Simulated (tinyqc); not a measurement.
Polytypes and stacking faults of a tetrahedral semiconductor in an axial Ising model with couplings up to third neighbours: one step, computed by the program tinyqc. Command: `OMP_NUM_THREADS=1 python tinyqc.py 3021673 3021674 out.jsonl polytype walk`. One thread of a shared host (Intel(R) Xeon(R) Processor @ 2.30GHz), about 0.01 s of CPU time with the checks.

Each double layer has s = +1 or -1 for the sense of its stacking step; E per pair of atoms = E0 - sum_n J_n <s_i s_(i+n)>, n = 1, 2, 3. Hexagonality h = (1 - <s_i s_(i+1)>)/2.

Question. Back from three energies to J1, J2, J3. With d2, d4, d6 the energies of 2H, 4H, 6H over 3C: d2 = 2 J1 + 2 J3, d4 = J1 + 2 J2 + J3, d6 = (2/3) J1 + (4/3) J2 + 2 J3, so J2 = (d4 - d2/2)/2, J3 = (3/4)(d6 - (2/3) d4), J1 = d2/2 - J3.

E(2H) - E(3C) = -12.484 meV/pair

E(6H) - E(3C) = -4.465333 meV/pair

E(4H) - E(3C) = -6.814 meV/pair

Give: J1 recovered; J2 recovered; J3 recovered.

Answer.

J1 recovered = -6.300 meV/pair

J2 recovered = -0.286 meV/pair

J3 recovered = 0.05800 meV/pair
